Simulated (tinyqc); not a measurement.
# Margin needed against array size

Cells fail independently with probability Q(k) = erfc(k/sqrt(2))/2 when the margin is k standard deviations, and Y = exp(-Nb Q(k)). phi = exp(-k^2/2)/sqrt(2 pi).  k solves Y = exp(-Nb Q(k)); the estimate is sqrt(2 ln(Nb/(-ln Y))).

Values chosen for this exercise: wanted yield Y = 0.98.

Results:

| Nb | allowed Q | k | estimate |
|---|---|---|---|
| 4096 | 4.9323e-6 | 4.4201 | 4.9436 |
| 65536 | 3.0827e-7 | 4.9860 | 5.4758 |
| 1048576 | 1.9267e-8 | 5.4974 | 5.9607 |
| 16777216 | 1.2042e-9 | 5.9676 | 6.4090 |
| 4294967296 | 4.7038e-12 | 6.8153 | 7.2226 |
| 68719476736 | 2.9399e-13 | 7.2032 | 7.5967 |

Estimate the missing row, Nb = 268435456.

Computed row:

| Nb | allowed Q | k | estimate |
|---|---|---|---|
| 268435456 | 7.5261e-11 | 6.4048 | 6.8279 |

With this row back in the table: A 1.68e7-fold larger array raises k only from 4.42 to 7.20; the last factor of 16 costs 0.39 standard deviations. The estimate, which drops the factor 1/(k sqrt(2 pi)) of the tail, is 12 % above k in the first row and 5.5 % above it in the last.

tinyqc, about 0.01 s, one thread, Intel Xeon 2.30GHz (shared host): `OMP_NUM_THREADS=1 python tinyqc.py 2090025 2090026 out.jsonl`
